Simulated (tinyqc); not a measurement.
Tunnelling through a two-layer gate stack, WKB transmission and Tsu-Esaki current: one step of the calculation.

Electrons leave the emitter at x = 0. Energies E (motion across the layers) are in eV from the emitter Fermi level; the collector Fermi level lies at -V and offers states at every E. No charge in the dielectric and no image force: F1 = V/(t1 + t2 eps1/eps2), F2 = F1 eps1/eps2; U = phi1 - F1 x in layer 1 and phi2 - F1 t1 - F2 (x - t1) in layer 2. With C = hbar^2/(2 m0), kappa = sqrt(m (U - E)/C) where U > E and 0 elsewhere; T(E) = exp(-S), S = 2 times the integral of kappa over x.

Question. WKB exponent by the midpoint rule. Cut each layer into nc equal cells, take U and kappa at the cell centres, and sum S = 2 sum kappa h.

Values chosen for this exercise; layer 1 close to silicon dioxide, layer 2 close to hafnium oxide:
```
symbol,value,unit,meaning
phi1,3.24,eV,barrier of layer 1 above the emitter Fermi level at zero bias
m1,0.49,m0,tunnelling mass of layer 1
t1,0.8,nm,thickness of layer 1
eps1,3.87,,relative permittivity of layer 1
phi2,1.53,eV,barrier of layer 2 at zero bias
m2,0.19,m0,tunnelling mass of layer 2
t2,3.2,nm,thickness of layer 2
eps2,22.9,,relative permittivity of layer 2
V,1.4,V,voltage across the dielectric
E,-0.22,eV,energy of the electron followed
nc,6,,cells in each layer
```

Constants: q = 1.602176634e-19 C, hbar = 1.054571817e-34 J s, m0 = 9.1093837015e-31 kg, hbar^2/(2 m0) = 0.0380998212 eV nm^2. Results are converted to the units shown.

Give: x; U; kappa; S; T(E).

Answer.

```
cell  x (nm)  U (eV)  kappa (1/nm)
0     0.0667  3.1704        6.6033
1     0.2000  3.0312        6.4663
2     0.3333  2.8919        6.3263
3     0.4667  2.7527        6.1832
4     0.6000  2.6135        6.0367
5     0.7333  2.4743        5.8865
6     1.0667  0.6476        2.0801
7     1.6000  0.5535        1.9640
8     2.1333  0.4594        1.8407
9     2.6667  0.3653        1.7084
10    3.2000  0.2712        1.5651
11    3.7333  0.1771        1.4072
```

S = 21.270
T(E) = 5.7862e-10

Program tinyqc, `OMP_NUM_THREADS=1 python tinyqc.py 2540069 2540070 out.jsonl`; Intel Xeon 2.30GHz, shared host, one thread, about 0.02 s.
